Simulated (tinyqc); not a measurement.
Worked calculation: Ewald sum of point charges, displaced rock salt, strained along z by a factor 0.9, lattice. Computed by tinyqc, a small Python program that keeps every step. Command: `OMP_NUM_THREADS=1 python tinyqc.py 31769 31770 out.jsonl` (the two numbers bound the seeds that draw the settings). One thread of a shared host (Intel(R) Xeon(R) Processor @ 2.60GHz), about 0.03 s of CPU time with the checks.

## Ewald sum with eta = 0.357 1/bohr

cell vectors (rows) (bohr):
```
         1        2        3
1  0.00000  4.41000  3.96900
2  4.41000  0.00000  3.96900
3  4.41000  4.41000  0.00000
```

Charges:
```
q              f1       f2       f3
2.00000   0.00000  0.00000  0.00000
-2.00000  0.48000  0.51000  0.50000
```

Real space: 1/2 sum q_i q_j erfc(eta r)/r over all images with r > 0; reciprocal space: (2 pi/V) sum_(G != 0) exp(-G^2/4 eta^2)/G^2 |S(G)|^2 with S(G) = sum q exp(i G.r); self term -eta/sqrt(pi) sum q^2; background -pi Q^2/(2 V eta^2), Q the total charge.

Real-space shells (first ones):
```
r (bohr)  pairs  sum (hartree)
3.93055       2       -0.04804
4.00990       2       -0.04281
4.32221       2       -0.02693
4.36697       2       -0.02516
4.45515       2       -0.02199
4.49859       2       -0.02057
5.93305      16        0.01478
6.23668       8        0.00421
7.29236       2       -0.00013
7.33544       2       -0.00012
7.34550       2       -0.00011
7.38827       2       -0.00010
```

Reciprocal shells (first ones that count):
```
G^2 (1/bohr^2)  vectors  sum (hartree)
1.64149               8        0.12663
2.02994               4        0.00006
2.50610               2       3.76e-06
4.05987               4       1.10e-06
4.53603               8       5.41e-07
5.70137              16       2.52e-05
6.56597               8       1.19e-08
6.65368               8       1.67e-06
8.11975               4       3.81e-10
9.76124               8       2.55e-09
10.71356             16       7.20e-10
```

## The total does not depend on eta

The same sums for other eta.

Totals (hartree per cell):
```
eta           real  reciprocal      self  background       total
0.35700   -0.16729     0.12672  -1.61133     0.00000  -1.6518933
0.51300   -0.01301     0.67655  -2.31543     0.00000  -1.6518933
0.76100  -4.77e-05     1.78294  -3.43479     0.00000  -1.6518933
```

shortest distance = 3.93055 bohr

Madelung constant -E d / (formula units |q+ q-|) = 1.62321
